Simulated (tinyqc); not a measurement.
Comparisons within one model: Shockley-Read-Hall recombination through one deep level. A value that a table varies takes the place of the one given here.

One level at Et with degeneracy 1: tn = 1/(sn vth Nt), tp = 1/(sp_ vth Nt), n1 = Nc exp((Et - Eg)/kT), p1 = Nv exp(-Et/kT), ni^2 = n1 p1. Equilibrium p0 = Nm, n0 = ni^2/Nm; n = n0 + dn, p = p0 + dn. U = (n p - ni^2)/(tp (n + n1) + tn (p + p1)), lifetime dn/U; emission rates en = sn vth n1, ep = sp_ vth p1.

Constants: kB = 8.617333262e-05 eV/K.

Values chosen for the exercise (gap and densities of states near those of Ge at this temperature; shifted at random, so the results belong to these values and not to a real crystal): E1 = 0.151 eV (level (+1/0) above Ev); E2 = 0.346 eV (level (0/-1) above Ev); gm = 2 (degeneracy of the middle state, the others 1); T = 400 K; Eg = 0.624 eV (gap); Nc = 1.66e+19 1/cm^3 (conduction-band density of states); Nv = 7.22e+18 1/cm^3 (valence-band density of states); Nd = -5.1e+13 1/cm^3 (ionised shallow donors minus acceptors); Et = 0.151 eV (recombination level above Ev); Nt = 2.2e+14 1/cm^3 (defects); sn = 1.5e-15 cm^2 (electron capture cross-section); sp_ = 5.8e-16 cm^2 (hole capture cross-section); vth = 16000000 cm/s (thermal velocity, both carriers); Nm = 2.2e+15 1/cm^3 (equilibrium holes for the lifetime steps); dn = 3.2e+16 1/cm^3 (excess pairs).

## Charge state against the Fermi level (deep level with several charge states)

Energies from Ev. The defect has charge states +1, 0, -1 with weights 1, gm exp((EF - E1)/kT), exp((2 EF - E1 - E2)/kT); the shares are the weights over their sum. Boltzmann carriers: n = Nc exp((EF - Eg)/kT), p = Nv exp(-EF/kT). Neutrality: p - n + Nd + Nt <q> = 0.

Shares:

| EF (eV) | +1 | 0 | -1 | <q> |
|---|---|---|---|---|
| 0.037 | 0.932 | 0.068 | 0.000 | 0.932 |
| 0.087 | 0.762 | 0.238 | 0.000 | 0.762 |
| 0.137 | 0.428 | 0.571 | 0.001 | 0.428 |
| 0.187 | 0.149 | 0.847 | 0.004 | 0.145 |
| 0.237 | 0.039 | 0.941 | 0.020 | 0.019 |
| 0.287 | 0.009 | 0.909 | 0.082 | -0.073 |
| 0.337 | 0.002 | 0.721 | 0.278 | -0.276 |
| 0.387 | 0.000 | 0.378 | 0.621 | -0.621 |
| 0.437 | 0.000 | 0.125 | 0.875 | -0.875 |
| 0.487 | 0.000 | 0.032 | 0.968 | -0.968 |
| 0.537 | 0.000 | 0.008 | 0.992 | -0.992 |
| 0.587 | 0.000 | 0.002 | 0.998 | -0.998 |

Where the levels are several kT apart the middle state rules between about E1 - kT ln gm = 0.127 and E2 + kT ln gm = 0.370 eV; its largest share listed is 0.941. Each step spreads from 10 % to 90 % over 4.4 kT = 0.151 eV.

## Defects against doping (deep level with several charge states)

Nt takes the listed multiples of |Nd|; the resistivity uses mobilities of 1000 (electrons) and 300 (holes) cm^2/(V s), chosen for the exercise, and e = 1.602176634e-19 C.

Neutral state:

| Nt/\|Nd\| | EF (eV) | n (1/cm^3) | p (1/cm^3) | rho (ohm cm) |
|---|---|---|---|---|
| 0.01 | 0.2970 | 1.26e+15 | 1.31e+15 | 3.78 |
| 0.10 | 0.2970 | 1.26e+15 | 1.31e+15 | 3.78 |
| 0.30 | 0.2969 | 1.26e+15 | 1.31e+15 | 3.78 |
| 0.60 | 0.2969 | 1.26e+15 | 1.31e+15 | 3.78 |
| 0.90 | 0.2969 | 1.26e+15 | 1.31e+15 | 3.78 |
| 1.10 | 0.2969 | 1.26e+15 | 1.31e+15 | 3.79 |
| 1.50 | 0.2969 | 1.25e+15 | 1.31e+15 | 3.79 |
| 3.00 | 0.2968 | 1.25e+15 | 1.32e+15 | 3.79 |
| 10.00 | 0.2963 | 1.23e+15 | 1.33e+15 | 3.82 |

EF moves by less than 10 meV: thermal pairs outnumber both dopants and defects (mean charge -0.10 in the last row).

## Lifetime against injection

Recombination:

| dn (1/cm^3) | lifetime (microsecond) | U (1/(cm^3 s)) |
|---|---|---|
| 1.0e+11 | 6.073 | 1.65e+16 |
| 1.0e+12 | 6.072 | 1.65e+17 |
| 1.0e+13 | 6.055 | 1.65e+18 |
| 1.0e+14 | 5.897 | 1.70e+19 |
| 1.0e+15 | 4.707 | 2.12e+20 |
| 1.0e+16 | 1.908 | 5.24e+21 |
| 1.0e+17 | 0.8337 | 1.20e+23 |
| 1.0e+18 | 0.6951 | 1.44e+24 |

The lifetime falls from 6.073 to 0.6951 microsecond; tn + tp = 0.6792. At low injection it is tn (1 + p1/p0) + tp n1/p0 with n1/Nm = 0.0083 and p1/Nm = 41: re-emission lengthens it to 32.1 times the minority capture time. Auger and radiative paths are left out; they cut in at the highest injections, and in a doped direct-gap crystal the radiative one counts at all injections. dn = dp neglects trapped charge, which matters where the traps hold a charge comparable with dn, at low injection and with very unequal cross sections.

## Where a level does most harm

Et takes the values listed; G = Nt en ep/(en + ep) in a depleted region; the lifetime is for dn = 1e11 1/cm^3.

Results:

| Et (eV) | lifetime (microsecond) | G (1/(cm^3 s)) |
|---|---|---|
| 0.037 | 159 | 3.52e+18 |
| 0.087 | 37.4 | 1.50e+19 |
| 0.137 | 8.98 | 6.41e+19 |
| 0.187 | 2.32 | 2.72e+20 |
| 0.237 | 0.781 | 1.08e+21 |
| 0.287 | 0.534 | 2.08e+21 |
| 0.337 | 0.960 | 8.05e+20 |
| 0.387 | 3.12 | 1.96e+20 |
| 0.437 | 12.4 | 4.60e+19 |
| 0.487 | 52.1 | 1.08e+19 |
| 0.537 | 221 | 2.53e+18 |
| 0.587 | 943 | 5.92e+17 |

Generation peaks where en = ep, at Eg/2 + (kT/2) ln(sp_ Nv/(sn Nc)) = 0.281 eV; the largest value listed is at 0.287 eV, and G falls by a decade for each 0.079 eV away from the peak. The lifetime is within a factor 2 of its minimum, 0.534 microsecond, from 0.237 to 0.337 eV: recombination tolerates a wide range of Et, generation a narrow one.

## What moves lifetime and leakage

G = Nt en ep/(en + ep). Each row changes one parameter from the base and keeps the others.

Results:

| case | lifetime (microsecond) | G (1/(cm^3 s)) |
|---|---|---|
| base | 1.134 | 9.62e+19 |
| Et = 0.191 eV | 0.7986 | 3.05e+20 |
| sn = 3e-15 cm^2 | 0.7968 | 1.92e+20 |
| sp_ = 1.16e-15 cm^2 | 0.9047 | 9.62e+19 |
| Nt = 1.1e+14 1/cm^3 | 2.269 | 4.81e+19 |
| Nm = 6.6e+15 1/cm^3 | 1.036 | 9.62e+19 |
| dn = 9.6e+16 1/cm^3 | 0.8399 | 9.62e+19 |

The largest shifts from the base row, up to three for each result and ties (the steps differ in size, so this ranks the rows, not the parameters). lifetime (microsecond): Nt +1.13, sn -0.338, Et -0.336. G (1/(cm^3 s)): Et +2.09e+20, sn +9.61e+19, Nt -4.81e+19; unchanged at the printed digits by sp_, Nm and dn.

Computed by tinyqc, a small Python program: `OMP_NUM_THREADS=1 python tinyqc.py 1652262 1652263 out.jsonl` (the numbers bound the seed that draws the inputs); one thread of a shared host (Intel(R) Xeon(R) Processor @ 2.30GHz), about 0.01 s for the whole set of steps.
